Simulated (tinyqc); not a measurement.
From results back to parameters: periodic multilayer mirror for extreme ultraviolet light. Three cases, with inputs chosen for the exercise.

Problem. With a mean index 1 - dm the Bragg wavelength is lam_B = 2 L sqrt((1 - dm)^2 - sin^2 theta). It is given at 0 degrees and at th2; L and dm are hidden. Then the absorber share is Gm = (dm - delta_S)/(delta_A - delta_S), with the first entries of dS and dA; L is the period.

Find: L; dm; Gm.

Method. The difference of the squares is 4 L^2 sin^2(th2); then 1 - dm = lam_B(0)/(2 L).

Case 1.

Values chosen (out of a larger set: optical constants near those of Mo and Si at 13.5 nm; not measured data): th2 = 20 degrees (second angle); dA = (0.0753, 0.00598) (delta and beta of the absorber, N = 1 - delta + i beta); dS = (0.0012, 0.00188) (delta and beta of the spacer and the substrate).

lam_B at 0 = 13.538232 nm
lam_B at th2 = 12.665763 nm

Solution.

L = 6.990 nm
dm = 0.0316
Gm = 0.41

Case 2.

Values chosen (out of a larger set: optical constants near those of Mo and Si at 13.5 nm; not measured data): th2 = 10 degrees (second angle); dA = (0.0767, 0.00671) (delta and beta of the absorber, N = 1 - delta + i beta); dS = (0.0011, 0.00178) (delta and beta of the spacer and the substrate).

lam_B at 0 = 13.341328 nm
lam_B at th2 = 13.126879 nm

Solution.

L = 6.860 nm
dm = 0.0276
Gm = 0.35

Case 3.

Values chosen (out of a larger set: optical constants near those of Mo and Si at 13.5 nm; not measured data): th2 = 10 degrees (second angle); dA = (0.0751, 0.00626) (delta and beta of the absorber, N = 1 - delta + i beta); dS = (0.001, 0.00182) (delta and beta of the spacer and the substrate).

lam_B at 0 = 13.365322 nm
lam_B at th2 = 13.148107 nm

Solution.

L = 6.910 nm
dm = 0.0329
Gm = 0.43

Computed by tinyqc, one run a case: `OMP_NUM_THREADS=1 python tinyqc.py N N+1 out.jsonl` with N = 1651883, 1651908, 1651917; one thread of a shared Intel(R) Xeon(R) Processor @ 2.30GHz, about 0.01 s a run at most.
